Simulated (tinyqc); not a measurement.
Inside a calculation. Model: threshold of a short bulk MOSFET: charge sharing, barrier lowering, narrow width.

tinyqc, about 0.01 s, one thread, Intel Xeon 2.30GHz (shared host): `OMP_NUM_THREADS=1 python tinyqc.py 2002005 2002006 out.jsonl` Printed values are rounded.

n-channel device on a p-type body, depletion approximation, full ionisation. Uniform doping N = Na. Vbi from Boltzmann statistics is rough for the degenerate source. Cox = eps0 eox/tox.

Values chosen for this exercise; band and dielectric values close to those of silicon:
```
symbol    value   unit                                                                 meaning
T           350      K                                                             temperature
Eg         1.14     eV                                                                band gap
eps_r      11.7                                                          relative permittivity
Nc       3.5e19  cm^-3                                  conduction-band density of states at T
Nv      3.39e19  cm^-3                                     valence-band density of states at T
eox        9.21         relative permittivity of the gate insulator (close to aluminium oxide)
tox          17     nm                                                     insulator thickness
Na       8.3e16  cm^-3                                                          channel doping
Nsd        1e20  cm^-3                                                 source and drain doping
Vfb       -0.99      V                                     flat-band voltage for the doping Na
xj          120     nm                                                          junction depth
Vbs        -0.5      V                                                     body-source voltage
Vds         1.2      V                                                    drain-source voltage
W           560     nm                                                              gate width
xw       1.5708                      shape factor of the fringing depletion at the width edges
L           530     nm                                                          channel length
```

Constants: q = 1.602176634e-19 C, kB = 1.380649e-23 J/K, Vt = kB T/q, eps0 = 8.8541878128e-14 F/cm where lengths are in cm. Results are converted to the units shown.

## Long-channel threshold and scales

ni = sqrt(Nc Nv) exp(-Eg/(2 Vt)), Eg in volts; 2 pB = 2 Vt ln(N/ni); flat band Vfb - Vt ln(N/Na); Wd = sqrt(2 eps0 eps_r (2 pB - Vbs)/(q N)); body term q N Wd/Cox; long-channel VT0 = flat band + 2 pB + body term; Vbi = Vt ln(N Nsd/ni^2); scale length l = sqrt((eps_r/eox) tox Wd).

N = 8.3e16 cm^-3
2 pB = 0.7763651 V
flat band = -0.99 V
Wd = 141.0183 nm
body term = 0.3909350 V
VT0 = 0.1773001 V
Vbi = 0.9903275 V
l = 55.18554 nm

## Short-channel and narrow-width shifts

Charge sharing (trapezoid; it ignores Vds): F = (xj/L)(sqrt(1 + 2 Wd/xj) - 1), lowering = body term times F. Barrier lowering: th = exp(-L/(2 l)) + 2 exp(-L/l), lowering = th [2 (Vbi - 2 pB) + Vds], DIBL = th. Narrow width: rise = body term times xw Wd/W. VT by each model = VT0 - lowering + rise.

F = 0.1880114
lowering by charge sharing = 73.50026 mV
th = 0.008348372
lowering of the barrier = 13.59052 mV
DIBL = 8.348372 mV/V
narrow-width rise = 154.6368 mV
VT, charge sharing = 0.2584367 V
VT, barrier lowering = 0.3183465 V

L is 9.60 scale lengths. The charge-sharing lowering is 5.41 times the barrier lowering; the first falls off as 1/L and the second exponentially. Both describe the same loss of gate control, so they are alternatives and are not added.
